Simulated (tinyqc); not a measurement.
Adding atomic layers: valley splitting of a silicon quantum well in envelope theory.

The well lies at 0 < z < L; U(z) = V0 [1/(1 + exp(z/w)) + 1/(1 + exp((L - z)/w))] - e F z, 1 mV/nm = 1e-4 eV/angstrom. The envelope psi solves -(c/ml) psi'' + U psi = E psi, c = hbar^2/2m0, by three-point differences on a grid of 0.1 angstrom from -40 to L + 40 angstrom. The two valleys at +/- k0 couple through D = C0 times the integral of exp(-i q z) U(z) psi^2, q = 2 k0 (2 pi/a), and split by Ev = 2|D|.

Constants: hbar^2/2m0 = 3.80998211 eV angstrom^2.

Inputs chosen for the exercise (near those of a strained Si well in SiGe; the results hold for these values, not for the real material): V0 = 0.2 eV (conduction offset); ml = 0.898 m0 (mass along z); F = 13.9 mV/nm (field pressing towards the upper interface); k0 = 0.845 2 pi/a (valley position); a = 5.431 angstrom (lattice constant); C0 = 0.243 (Bloch overlap factor); Ls = (92, 93.4, 94.7, 96.1, 97.4, 98.8, 100.1, 101.5) angstrom (widths in steps of one atomic layer, a/4, rounded to the grid); F2 = 0.5 mV/nm (second field, zero or weak); w1 = 0.5 angstrom (interface width for this table).

The smooth splitting Ev = 2|D| with w = w1, at the field F2 and at F.

Results:
```
L (angstrom)  q L mod 2 pi  Ev at F2 (micro-eV)  Ev at F (micro-eV)
92.0                  3.95                 11.5                 100
93.4                  0.40                 5.92                 100
94.7                  2.94                 8.34                 101
96.1                  5.68                 8.88                 101
97.4                  1.94                 4.60                 101
98.8                  4.68                 9.81                 101
100.1                 0.93                 3.90                 101
101.5                 3.67                 8.63                 101
```

What does the comparison show, and why?

At F2 the splitting swings between 3.9 and 11.5 micro-eV, a ratio of 2.94, as the two interfaces add with the phase q L, which advances on average by 2.65 rad a layer. At F the ratio is 1.00, where in the first row psi^2 at the upper interface is 4.2e+05 times that at the lower one: one interface dominates and the interference fades.

(tinyqc, `OMP_NUM_THREADS=1 python tinyqc.py 1252197 1252198 out.jsonl`, Intel(R) Xeon(R) Processor @ 2.30GHz, 1 thread, shared host, about 0.07 s.)
